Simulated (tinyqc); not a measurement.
From results to parameters: Luttinger model of the valence bands. Computed by the program tinyqc.

Problem. In the four-band Luttinger model 1/m = g1 -/+ 2 g2 along [100] and g1 -/+ 2 g3 along [111]. Find g1, g2, g3 and the light hole mass along [111].

heavy and light hole masses along [100] (electron masses): 0.155280  0.042808
heavy hole mass along [111] = 0.177936 electron masses

Solution. The mean of the two inverse masses along [100] is g1 and a quarter of their difference is g2; g3 = (g1 - 1/m_hh[111])/2.

g1, g2, g3: 14.900  4.230  4.640
light hole mass along [111] = 0.041 electron masses
